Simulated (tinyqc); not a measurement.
Illuminated p-n diode, drift-diffusion by the Gummel loop with Scharfetter-Gummel fluxes: one step of the calculation.

Abrupt junction at x = 0, p side from -Lp, n side to Ln, ohmic contacts. psi is counted from the intrinsic level; n = ni exp((psi - phin)/Vt), p = ni exp((phip - psi)/Vt). Contacts: p side psi = V - Vt ln(Na/ni), p = Na, n = ni^2/Na; n side psi = Vt ln(Nd/ni), n = Nd, p = ni^2/Nd. Constant mobilities, D = mu Vt, Boltzmann statistics, SRH recombination through a mid-gap level, U = (n p - ni^2)/(tp (n + ni) + tn (p + ni)). Current is positive from the p contact to the n contact.

Question. Recombination and current. U_i as defined. J = Jn at the p contact + Jp at the n contact + q sum w_i U_i - q G sum w_i over the inner nodes, which avoids differences of large majority fluxes: Jn = (q mun Vt/h_0)[n_1 B(d_0) - n_0 B(-d_0)], Jp = (q mup Vt/h_last)[p_(N-1) B(d_last) - p_N B(-d_last)], d_i = (psi_(i+1) - psi_i)/Vt, B(d) = d/(exp(d) - 1), w_i = (h_(i-1) + h_i)/2.

Values chosen for this exercise; band and dielectric values close to those of silicon:
- T = 300 K (temperature)
- mun = 580 cm^2/(V s) (electron mobility)
- mup = 230 cm^2/(V s) (hole mobility)
- tn = 2e-7 s (SRH lifetime of electrons)
- tp = 9e-8 s (SRH lifetime of holes)
- G = 5e21 cm^-3 s^-1 (uniform generation rate)

Constants: q = 1.602176634e-19 C, kB = 1.380649e-23 J/K, Vt = kB T/q. Results are converted to the units shown.

```
node,x (nm),converged psi (V),converged n (cm^-3),converged p (cm^-3)
0,-790,-0.16678150,870.01439,1.9e17
1,-498,-0.16678019,2.1621129e11,1.9000022e17
2,-307,-0.16677935,2.0385876e11,1.9000011e17
3,-182,-0.16677584,1.2994726e11,1.8997815e17
4,-100,-0.16648988,5.4168201e10,1.8789071e17
5,-46.6,-0.15470807,6.8139412e9,1.1911986e17
6,-11.5,0.02043779,3.1076773e10,1.3618678e14
7,11.5,0.32810516,4.1808287e15,5.5665595e10
8,66.3,0.42640980,1.8737228e17,3.9573445e11
9,197,0.42809143,1.9996547e17,3.8151553e12
10,507,0.42809751,2.0001166e17,1.1681824e13
11,1250,0.42809994,2.0002733e17,2.7334822e13
12,3010,0.42810435,2.0004701e17,4.7013882e13
13,7200,0.42810753,2e17,826.51367
```

ni = 1.2857011e10 cm^-3

Find: U; Jn at the p contact; Jp at the n contact; recombination; generation; J.

Answer.

```
node,U (cm^-3 s^-1)
0,0
1,1.081e18
2,1.019e18
3,6.497e17
4,2.708e17
5,3.407e16
6,1.553e17
7,6.185e17
8,4.397e18
9,4.239e19
10,1.298e20
11,3.036e20
12,5.221e20
13,0
```

Jn at the p contact = 0.01779 A/cm^2
Jp at the n contact = 0.1069 A/cm^2
recombination = 0.03223 A/cm^2
generation = 0.4605 A/cm^2
J = -0.3036 A/cm^2

Computed by the program tinyqc: `OMP_NUM_THREADS=1 python tinyqc.py 2240080 2240081 out.jsonl`, one thread of a shared Intel Xeon 2.30GHz, about 0.7 s for the whole run.
